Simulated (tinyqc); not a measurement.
Schottky emission and Poole-Frenkel conduction in an insulator, and how to tell them apart: one step of the calculation.

Schottky emission (electrode-limited): J = As T^2 exp[-(pb - b sqrt(F))/Vt], b = sqrt(q/(4 pi eps0 ei)). Poole-Frenkel emission (bulk-limited): J = s0 F exp[-(pt - 2 b sqrt(F))/Vt]. F in V/cm.

Task. Both currents at one field. Lowerings b sqrt(F) and 2 b sqrt(F); the image-force maximum lies at sqrt(q/(16 pi eps0 ei F)) from the electrode.

Inputs (values chosen for the exercise); dielectric values close to those of silicon nitride:
- T = 325 K (temperature)
- ei = 4.14 (high-frequency relative permittivity)
- pt = 1.07 eV (trap depth)
- s0 = 0.58 S/cm (Poole-Frenkel prefactor)
- pb = 1.55 eV (electrode barrier)
- As = 54 A/(cm^2 K^2) (Richardson constant)
- F = 1.1 MV/cm (field)

Constants: q = 1.602176634e-19 C, kB = 1.380649e-23 J/K, Vt = kB T/q, eps0 = 8.8541878128e-14 F/cm where lengths are in cm. Results are converted to the units shown.

Give: Schottky lowering; position of the barrier top; Poole-Frenkel lowering; J, Schottky; J, Poole-Frenkel.

Result.

Schottky lowering = 195.6 meV
position of the barrier top = 0.8891 nm
Poole-Frenkel lowering = 391.2 meV
J, Schottky = 5.669e-15 A/cm^2
J, Poole-Frenkel = 1.900e-5 A/cm^2

Injection and bulk transport act in series, so the smaller capacity limits the current: here the electrode, by a factor of 3.35e9.

tinyqc, about 0.01 s, one thread, Intel Xeon 2.30GHz (shared host): `OMP_NUM_THREADS=1 python tinyqc.py 2370164 2370165 out.jsonl`
